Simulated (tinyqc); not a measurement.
# Diffusion length from constant photovoltage

Problem. In a thick sample with a thin depletion layer the excess density at its edge goes as flux/(1/alpha + L), so the flux needed for a fixed surface photovoltage is proportional to 1/alpha + L. Find L.

photon flux for the same photovoltage at absorption coefficients 190 and 1900 1/cm (relative units): [130.63158, 83.263158]

Answer. The line of flux against 1/alpha meets zero at -L.

slope against 1/alpha = 1.00 1/um
L = 78.0 um

tinyqc, about 0.01 s, one thread, Intel Xeon 2.30GHz (shared host): `OMP_NUM_THREADS=1 python tinyqc.py 2430015 2430016 out.jsonl`
